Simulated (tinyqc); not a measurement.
## A and C from the efficiency peak

Question. ABC model of an LED: J = q da (A n + Ba n^2 + Ca n^3), IQE = Ba n^2/(A n + Ba n^2 + Ca n^3), differential lifetime 1/(A + 2 Ba n + 3 Ca n^2). The peak lies at n = sqrt(A/Ca). Given Ba, find n at the peak, A and Ca.

Values chosen for this exercise: radiative coefficient of the active layer Ba = 2.5e-11 cm^3/s; thickness of the active layer da = 89 nm.

Constants: q = 1.602176634e-19 C. Results are converted to the units shown.

peak IQE = 74.297077 %
J at the peak = 741.52350 A/cm^2

Solution. IQE J = q da Ba n^2 gives n. At the peak A n = Ca n^3, each being half of the non-radiative rate Ba n^2 (1/IQE - 1).

n at the peak = 3.93e18 cm^-3
A = 1.70e7 1/s
Ca = 1.10e-30 cm^6/s

Numbers from tinyqc (`OMP_NUM_THREADS=1 python tinyqc.py 2300103 2300104 out.jsonl`; about 0.01 s on one thread of a shared Intel Xeon 2.30GHz).
